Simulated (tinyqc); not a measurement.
Luttinger-Kohn k.p, four valence bands, step by step. One step of it, computed by the program tinyqc.

Question. Bloch Hamiltonian at k. P = c g1 k^2, Q = c g2 (kx^2 + ky^2 - 2 kz^2), R = c sqrt3 [-g2 (kx^2 - ky^2) + 2i g3 kx ky], S = 2 c sqrt3 g3 (kx - i ky) kz, c = hbar^2/2m = 3.809982 eV angstrom^2; rows [P+Q, -S, R, 0], [-S*, P-Q, 0, R], [R*, 0, P-Q, S], [0, R*, S*, P+Q]. The path ends lie at |k| = 0.07 1/angstrom.

Luttinger parameters chosen for this model; energies are counted downward from the top of the valence band:
```
parameter     value  unit
g1         9.590000
g2         2.620000
g3         4.490000
```

k point k (1/angstrom): -0.007000  -0.003000  -0.015000

Give: H(k) at k.

Answer.

H(k) at k (eV):
```
                  3/2              1/2             -1/2             -3/2
3/2            0.0064  -0.0062+0.0027i  -0.0007+0.0012i           0.0000
1/2   -0.0062-0.0027i           0.0143           0.0000  -0.0007+0.0012i
-1/2  -0.0007-0.0012i           0.0000           0.0143   0.0062-0.0027i
-3/2           0.0000  -0.0007-0.0012i   0.0062+0.0027i           0.0064
```
